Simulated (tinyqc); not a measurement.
# Input admittance of a MOSFET at zero drain bias: distributed channel and distributed gate: effect of the gate overdrive

Source and drain grounded, strong inversion, w = 2 pi f, Cox = eps0 eox/tox. The channel is an RC line of resistance 1/(mu Cox Vo) per square fed from both ends, so one finger has the intrinsic admittance y = i w Cox L tanh(g)/g per width, g = (1/2) sqrt(i w tau), tau = L^2/(mu Vo). The vertical resistance rv/L is in series with y, the overlaps 2 i w Cov in parallel: y_t = 1/(1/y + rv/L) + 2 i w Cov. The gate strip is a line of Rsh/L per length loaded by y_t, so a finger has Y = y_t Wf tanh(k)/k, k = (Wf/sd) sqrt(y_t Rsh/L); the device has Nf Y.

Low-frequency limits, with c = Cox L and ct = c + 2 Cov: R_strip = Rsh Wf/(3 sd^2 L Nf), R_ch = (c/ct)^2 L/(12 mu Cox Vo Wf Nf), R_vert = (c/ct)^2 rv/(L Wf Nf), C = ct Wf Nf. Z = 1/(Nf Y) = R + 1/(i w C), Q = |Im Z|/R, far-point signal |1/cosh k|.

Parameters, values chosen for the exercise; values of the order met in silicon radio-frequency transistors:
- eox = 3.9 (relative permittivity of the gate insulator (close to silicon dioxide))
- tox = 3.5 nm (insulator thickness)
- L = 1.4 um (channel length)
- Wf = 3 um (finger width)
- Nf = 8 (number of fingers)
- mu = 100 cm^2/(V s) (channel mobility)
- Rsh = 39 ohm/square (sheet resistance of the gate)
- rv = 0 ohm um^2 (vertical resistivity of the gate stack)
- sd = 1 (number of ends at which a finger is contacted)
- Cov = 0.39 fF/um (overlap and fringe capacitance on each side)
- f = 0.49 GHz (frequency)

Constants: eps0 = 8.8541878128e-14 F/cm where lengths are in cm. Results are converted to the units shown.

Effect of the gate overdrive:
```
Vo (V)   w tau     |k|  R (ohm)  low-frequency R (ohm)  C (fF)      Q  signal at the far point
0.2      3.017  0.1040    223.1                  224.2   345.0  4.220                   0.9988
0.35     1.724  0.1054    129.4                  129.6   348.5  7.203                   0.9992
0.5      1.207  0.1058    91.70                  91.77   349.4  10.14                   0.9995
0.65    0.9284  0.1059    71.36                  71.40   349.7  13.01                   0.9996
0.8     0.7543  0.1060    58.64                  58.66   349.9  15.83                   0.9997
0.95    0.6352  0.1060    49.94                  49.95   350.0  18.58                   0.9997
1.1     0.5486  0.1061    43.61                  43.61   350.0  21.28                   0.9997
1.25    0.4827  0.1061    38.79                  38.80   350.1  23.92                   0.9998
```

As Vo goes from 0.2 to 1.25, R falls from 223 to 38.8 ohm, C rises from 345 to 350 fF and Q rises from 4.22 to 23.9. Only the channel term depends on Vo.

Numbers from tinyqc (`OMP_NUM_THREADS=1 python tinyqc.py 2262094 2262095 out.jsonl`; about 0.01 s on one thread of a shared Intel Xeon 2.30GHz).
